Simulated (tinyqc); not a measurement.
# Changing the miscut angle

Model: epitaxial growth on a vicinal surface: Burton-Cabrera-Frank step flow, step-edge barrier and island nucleation. Computed by tinyqc, a small Python program. Command: `OMP_NUM_THREADS=1 python tinyqc.py 3019791 3019792 out.jsonl stepflow sweep`. One thread of a shared host (Intel(R) Xeon(R) Processor @ 2.30GHz), about 0.03 s of CPU time with the checks.

Adatoms land at rate F, hop on a square grid (a simplification for hexagonal faces), desorb, or join steps. Lengths are in units of a and n is the adatom coverage. Steps ascend at x = 0 and descend at x = l.

Inputs (values chosen for the exercise, close to those used for GaN(0001)): site spacing a = 3.19 angstrom; step height h = 2.59 angstrom; diffusion barrier E_d = 1.37 eV; desorption energy E_a = 2.98 eV; adatom formation energy E_f = 1.1 eV; step-edge barrier E_s = 0.12 eV; attempt frequency nu = 10 THz; deposition rate F = 0.039 layers/s; temperature T = 890 C; critical nucleus size i = 1.

Constants: k_B = 8.617333262e-05 eV/K.

Method:
- D = nu exp(-E_d/(k_B T)) (a^2/s, nu counted per direction); tau = exp(E_a/(k_B T))/nu; x_s = sqrt(D tau); n_eq = exp(-E_f/(k_B T)); terrace width l = h/(a tan(miscut)); Schwoebel length l_s = exp(E_s/(k_B T)) - 1.
- Temperatures in kelvin are T(C) + 273.15.
- D n'' - n/tau + F = 0 with n(0) = n_eq and -l_s n'(l) = n(l) - n_eq. With u = n - F tau, A = n_eq - F tau, y = l/x_s, s = l_s/x_s: u = A cosh(x/x_s) + B sinh(x/x_s), B = A (1 - cosh y - s sinh y)/(sinh y + s cosh y). Flux into the ascending step J+ = D B/x_s, over the descending one J- = -(D/x_s)(A sinh y + B cosh y); step velocity J+ + J-; growth rate (J+ + J-)/l. For small y: J+ + J- = (F - n_eq/tau) l, J-/J+ = l/(l + 2 l_s).
- The coverage peaks where n' = 0, tanh(x/x_s) = -B/A.
- Island density on a flat surface without desorption: N = 0.25 (F/D)^(i/(i+2)) exp(E_i/((i+2) k_B T)) per site, with E_i = 0 for i = 1; spacing l_n = N^(-1/2). Step flow needs an effective width l_eff = 2 x(peak) below l_n.

One run for each value:
```
miscut angle (degrees)  ratio l_eff/l_n  growth rate (layers/s)  peak coverage  terrace width l (a)
0.03                             30.059                0.038170      0.0010050           1.5506e+03
0.062                            14.568                0.038785      0.0002538           7.5031e+02
0.13                              6.971                0.038934      0.0000716           3.5784e+02
0.26                              3.507                0.038968      0.0000309           1.7892e+02
0.55                              1.681                0.038976      0.0000203           8.4578e+01
1.1                               0.861                0.038978      0.0000180           4.2285e+01
2.3                               0.431                0.038979      0.0000173           2.0215e+01
4.8                               0.223                0.038979      0.0000172           9.6688e+00
10                                0.119                0.038979      0.0000171           4.6046e+00
```

Over the rows, ratio l_eff/l_n falls from 30.1 to 0.119 (exponent d ln y / d ln x -1.00 between the first rows and -0.86 between the last); growth rate (layers/s) rises from 0.0382 to 0.0390; peak coverage falls from 0.00100 to 1.71e-5 (exponent d ln y / d ln x -1.9 between the first rows and -0.0032 between the last). At the low end the exponent of ratio l_eff/l_n is -1.00, close to -1: terraces narrow as the miscut grows. The exponent of growth rate stays between 0.00 and 0.02, near 0: the steps stand close against x_s, so their spacing does not matter. At the high end the exponent of peak coverage is 0.00, close to 0: the coverage stays near n_eq.

Caution (rows 0.0300, 0.0620, 0.130, 0.260, 0.550): twice the distance from the ascending step to the coverage peak exceeds the expected island spacing [0.25 (F/D)^(i/(i+2)) exp(E_i/((i+2) k_B T))]^(-1/2) by 40 % or more, so islands nucleate and the step-flow values are formal. Caution (all rows): the prefactor 0.25 and the criterion are estimates, good to a factor of about two in length. Caution (rows 4.80, 10.0): terraces under ten sites wide are at the edge of a continuum description.

Extremes, crossings and ranges named in words are read from the listed rows.
